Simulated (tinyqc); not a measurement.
Two-mode optical phonons of a ternary alloy from two coupled oscillators: one step, computed by the program tinyqc. Command: `OMP_NUM_THREADS=1 python tinyqc.py 3012501 3012502 out.jsonl twomode walk`. One thread of a shared host (Intel(R) Xeon(R) Processor @ 2.30GHz), about 0.01 s of CPU time with the checks.

An alloy A(x)B(1-x)C has an A-C and a B-C bond oscillator. Each TO frequency moves linearly from the impurity mode (dilute end) to the TO of the pure crystal; each strength is proportional to the number of bonds.

Problem. The two oscillators. omega_1 = (impurity mode of A) + x (omega_TO,AC - impurity mode of A); omega_2 = (impurity mode of B) + (1 - x)(omega_TO,BC - impurity mode of B); eps_inf = x eps_AC + (1 - x) eps_BC; strengths W_1 = x eps_AC (omega_LO,AC^2 - omega_TO,AC^2), W_2 = (1 - x) eps_BC (omega_LO,BC^2 - omega_TO,BC^2).

Inputs (values chosen for the exercise, for a model alloy):
```
quantity                  value  unit
omega_TO of pure AC         526  1/cm
omega_LO of pure AC         574  1/cm
omega_TO of pure BC         429  1/cm
omega_LO of pure BC         451  1/cm
eps_inf of AC              4.38     -
eps_inf of BC              10.1     -
impurity mode of A in BC    507  1/cm
impurity mode of B in AC    429  1/cm
fraction x of A            0.23     -
```

Give: omega_1 (A-C, TO); omega_2 (B-C, TO); eps_inf; W_1; W_2.

Solution.

omega_1 (A-C, TO) = 511.37 1/cm

omega_2 (B-C, TO) = 429 1/cm

eps_inf = 8.7844

W_1 = 53190.72 1/cm^2

W_2 = 1.506e+05 1/cm^2
